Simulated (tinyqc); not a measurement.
Geometry relaxation of a small cluster: one step, computed by the program tinyqc. Command: `OMP_NUM_THREADS=1 python tinyqc.py 3019429 3019430 out.jsonl relax walk`. One thread of a shared host (Intel(R) Xeon(R) Processor @ 2.30GHz), about 0.01 s of CPU time with the checks.

E = sum_(i<j) phi(r_ij), phi(r) = eps [exp(-2 alpha (r - r0)) - 2 exp(-alpha (r - r0))]; the force on i is -sum_j phi'(r_ij) (R_i - R_j)/r_ij.

Task: Energy and forces at the start. Evaluate E and the forces at the starting positions.

Inputs (values chosen for the exercise, for model atoms): length r0 = 2.37 angstrom; well depth eps = 0.23 eV; stiffness alpha = 1.49 1/angstrom.

Potential: Morse. Method: FIRE.

starting positions (angstrom):
```
           x      y      z
atom 1  0.13   0.13   0.09
atom 2  2.43  -0.12   0.09
atom 3  1.08   2.08  -0.14
atom 4  1.22   0.35   1.94
atom 5  1.37   0.68  -1.93
```

Give: distances; energy at the start; forces.

Result:

distances (angstrom): 1-2 2.314, 1-3 2.181, 1-4 2.158, 1-5 2.433, 2-3 2.591, 2-4 2.260, 2-5 2.417, 3-4 2.709, 3-5 2.291, 4-5 3.887

energy at the start = -1.990 eV

forces (eV/angstrom):
```
              x        y        z
atom 1  -0.3406  -0.2793  -0.3137
atom 2   0.0508   0.0950  -0.1665
atom 3   0.1968   0.1002   0.1825
atom 4   0.0927   0.1756   0.2263
atom 5   0.0003  -0.0915   0.0714
```
